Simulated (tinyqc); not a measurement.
Inside a calculation: propagation of a band-gap error through k.p and effective-mass formulas. Values are carried at full precision from step to step, so a last printed digit may differ when a step is redone from the rounded ones.

Chain, for a gap E (the reference Eg or another value), with Ep and Dso kept: 1/me = 1 + Ep (E + 2 Dso/3)/(E (E + Dso)); g* = 2 - 2 Ep Dso/(3 E (E + Dso)); g1(E) = g1 + (Ep/3)(1/E - 1/Eg), g2(E) = g2 + (Ep/6)(1/E - 1/Eg), light hole 1/(g1 + 2 g2), heavy hole 1/(g1 - 2 g2) along [100]; optical constant ei(E) = 1 + (ei - 1)(EP/(EP + E - Eg))^2, static e0(E) = ei(E) + e0 - ei.

Constants: Ry = 13.60569312 eV; a0 (Bohr radius) = 0.5291772105 angstrom; kB = 8.617333262e-05 eV/K; hbar^2/2m0 = 3.80998211 eV angstrom^2.

Inputs chosen for the exercise (reference values near those of InAs, gap at low temperature; not measured data): Eg = 0.42 eV (gap at Gamma to the s-like level); Dso = 0.397 eV (spin-orbit splitting); Ep = 21.9 eV (Kane energy); g1 = 20.07 (Luttinger gamma1); g2 = 8.53 (gamma2); e0 = 15.42 (static dielectric constant); ei = 12.07 (optical dielectric constant); EP = 4.67 eV (mean (Penn) gap); Eg2 = 0.16 eV (a wrong gap); mh = 0.41 m0 (density-of-states mass of the holes); T = 77 K (temperature); k = 0.018 1/angstrom (wave vector).

## Masses, g factor and screening for both gaps

Evaluate the chain at Eg and at Eg2.

Band values at the two gaps:
```
quantity      at Eg    at Eg2  ratio
me          0.02237  0.009492  0.424
g*           -14.89    -63.04      -
g1            20.07     48.31  2.407
g2            8.530     22.65  2.656
light hole  0.02693   0.01068  0.397
heavy hole   0.3322    0.3322  1.000
ei            12.07     13.41  1.111
e0            15.42     16.76  1.087
```

The gap is off by a factor of 0.38; the electron mass follows with 0.42 and the light hole with 0.40, while the heavy hole, which does not couple to the conduction level, keeps its value. The optical constant changes less, by +11 %, as it answers to the mean gap, which shifts by the same -0.26 eV on a base of 4.67 eV. g* moves by -48.15; remote bands, left out here, shift it by tenths or, where it is large, by some per cent.

## Binding energies and densities for both gaps

Donor: R = Ry me/e0^2, a_B = a0 e0/me, Mott density (0.26/a_B)^3. Nc, Nv = 2 (m kT/(4 pi c))^(3/2), c = hbar^2/2m0, ni = sqrt(Nc Nv) exp(-E/2kT). Exciton: Ry mu/e0^2 with 1/mu = 1/me + g1(E). 1 angstrom^-3 = 1e24 cm^-3.

Use the values of the table.

Results:
```
quantity                  at Eg     at Eg2     ratio
R (meV)                   1.280     0.4595     0.359
a_B (angstrom)            364.7      934.6      2.56
Mott density (cm^-3)  3.623e+14  2.153e+13    0.0594
Nc (cm^-3)            1.092e+16  3.017e+15     0.276
ni (cm^-3)                 1740  2.952e+11  1.70e+08
exciton (meV)            0.8835     0.3151     0.357
```

Power laws carry the error on: the donor energy (me/e0^2) by a factor of 0.359, the Mott density (cube of me/e0) by 0.0594. ni, with its exponential, changes by a factor of 1.70e+08, that is 8.2 decades.

## A scissor shift and what it does not mend

A rigid shift D = Eg - Eg2 of the conduction band restores the gap but leaves the curvature, so the mass stays me(Eg2); redoing the sum 1/m = 1 + Ep (E + 2 Dso/3)/(E (E + Dso)) with E = Eg and the same Ep gives another mass. For optics, eps2 at the edge goes as |p|^2/E^2: a rigid shift keeps the dipole elements p/E, while shifting the energies under unchanged p scales eps2 by (Eg2/Eg)^2.

shift D = 0.260 eV
mass under a rigid shift = 0.0095 m0
mass from the sum with the corrected gap = 0.0224 m0
factor on eps2 if p is left unscaled = 0.145

The rigid shift leaves the mass off by a factor of 0.42. The mass from the corrected gap is the reference me(Eg) here, because the exercise keeps Ep fixed; a real correction of the gap depends on k and changes Ep as well.

## Far from the edge the relative error shrinks

Two-level dispersion E(k) = sqrt(E^2/4 + Ep c k^2) - E/2 at k/4, k, 4k for both gaps, c = hbar^2/2m0.

Energies above the edge:
```
k (1/angstrom)  at Eg (eV)  at Eg2 (eV)  ratio
0.00450             0.0040       0.0099  2.495
0.01800             0.0567       0.1028  1.814
0.07200             0.4804       0.5825  1.213
```

The ratio tends to Eg/Eg2 = 2.62 at k = 0 and goes from 2.495 to 1.213: at large k both curves approach the same slope sqrt(Ep c), while their distance in eV grows towards |Eg - Eg2|/2.

## Checks

- Chain at E = Eg against the inputs g1, g2, ei, e0: they agree to 1e-10 or better.

Run: tinyqc, `OMP_NUM_THREADS=1 python tinyqc.py 1850169 1850170 out.jsonl`; Intel(R) Xeon(R) Processor @ 2.30GHz, one thread, shared host; about 0.01 s of CPU time with all checks.
